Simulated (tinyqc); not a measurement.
Segment and feed resistance from two drops.

Question. A rail is fed at one end through Rq; K loads of Ij follow, each after a segment Rs. The drop at load j is K Ij Rq + Rs Ij sum_(l=1..j) (K - l + 1). Find Rs, Rq and the worst drop, at the middle, if the rail were fed through Rq at both ends: K Ij Rq/2 + Rs Ij K^2/8 with the load taken as continuous.

Values chosen for this exercise:

| symbol | value | unit | meaning |
|---|---|---|---|
| K | 20 |  | number of equal loads |
| Ij | 0.41 | mA | current of each load |

drops at the first and at the last load (mV): [3.198, 23.452000]

Answer. The difference of the two drops is Rs Ij K (K - 1)/2, which gives Rs; the first drop then gives Rq.

Rs = 0.2600 ohm
Rq = 0.1300 ohm
drop at the middle with two feeds = 5.863 mV

Program tinyqc, `OMP_NUM_THREADS=1 python tinyqc.py 2770177 2770178 out.jsonl`; Intel Xeon 2.30GHz, shared host, one thread, about 0.06 s.
